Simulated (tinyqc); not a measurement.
Incorporation against temperature: precursor delivery by bubblers, mass-transport growth and the solid composition of a III-V alloy. Computed by tinyqc, a small Python program. Command: `OMP_NUM_THREADS=1 python tinyqc.py 3008364 3008365 out.jsonl movpe_thermo walk`. One thread of a shared host (Intel(R) Xeon(R) Processor @ 2.30GHz), about 0.01 s of CPU time with the checks.

1 sccm = 44.615 micromol/min; 1 torr = 133.322 Pa. The sources decompose fully at the surface.

Inputs (values chosen for the exercise, modelled on triethylgallium (source 1) and trimethylindium (source 2) for the vapour pressures):
```
quantity                                                                                                  value        unit
bath temperature T1                                                                                         298           K
bath temperature T2                                                                                         304           K
bubbler pressure p_b                                                                                        760        torr
carrier flow F1                                                                                              51        sccm
carrier flow F2                                                                                             330        sccm
total flow F_t                                                                                              5.1         slm
group-V flow F_V                                                                                             23        sccm
reactor pressure p                                                                                          200        torr
growth temperature T                                                                                        930           K
diffusivity at 273 K and 760 torr                                                                          0.42      cm^2/s
flow cross-section A                                                                                         23        cm^2
distance from the leading edge z                                                                            6.3          cm
lattice constant a                                                                                         5.66    angstrom
interaction L0 of the solid                                                                                6.38      kJ/mol
log10 of p_B,eq over pure BC at 1000 K and 1 torr of group V (exaggerated: liquid indium has about -4.1)   -3.7  log10 torr
enthalpy of that equilibrium H                                                                              257      kJ/mol
```

Alloy: mixing on the group-III sites, with desorption of B.

constants a, b of source 1 (log10 torr, K): 8.066  2162

constants a, b of source 2 (log10 torr, K): 10.53  3014

Constants: k_B = 1.380649e-23 J/K; R = 8.314462618 J/(mol K).

Method:
- log10 p_v = a - b/T_bath; molar flow = F x 44.615 x p_v/(p_b - p_v) for a saturated bubbler.
- p_i = p n_i/(44615 F_t), F_t in slm; p_V = p F_V/(1000 F_t), counted per molecule supplied; V/III = 44.615 F_V/(n1 + n2); vapour fraction of source 2 = n2/(n1 + n2).
- Mean velocity u = (F_t/A)(760/p)(T/273); D = D0 (T/273)^1.75 (760/p); boundary layer delta = sqrt(pi D z/u); flux = D dp/(delta k_B T); growth rate = flux x a^3/4.
- A sticks fully. B desorbs: its surface pressure is p_B* = x gamma_B K/sqrt(p_V), ln gamma_B = L0 (1 - x)^2/(R T), K = 10^(log10 K at 1000 K) exp[-(H/R)(1/T - 1/1000)], p_V in torr. With equal diffusivities x = (p_2 - p_B*)/(p_1 + p_2 - p_B*). Growth rate = rate per torr x p_1/(1 - x).

p_2 = 0.0706400 torr

K/sqrt(p_V) = 2.05114e-05 torr

p_V = 0.901961 torr

vapour fraction of source 2 = 0.804418

p_1 = 0.0171750 torr

At fixed flows:
```
T (K)  K/sqrt(p_V) (torr)        x  share of B incorporated, 1 - p_B*/p_2
1000           2.1009e-04  0.80403                             9.9754e-01
1066           1.4241e-03  0.80177                             9.8337e-01
1128           7.0097e-03  0.79081                             9.1915e-01
1175           2.0976e-02  0.75904                             7.6589e-01
1232           7.0845e-02  0.58688                             3.4540e-01
1288           2.1089e-01  0.21678                             6.7296e-02
1356           7.0261e-01  0.06004                             1.5529e-02
1459           3.5123e+00  0.01200                             2.9532e-03
```

x equals the vapour fraction 0.804 while gamma_B K/sqrt(p_V) is small against p_1 + p_2 = 0.088 torr and falls once it is not. Between the last rows the apparent energy R d ln x/d(1/T) is 257 kJ/mol, against H = 257. Caution: so low a V/III ratio is near the limit of smooth growth. Caution: the boundary layer is a quarter or more of the root of the cross-section, so it fills much of the channel and depletion along the flow matters.

Extremes, crossings and ranges named in words are read from the listed rows.
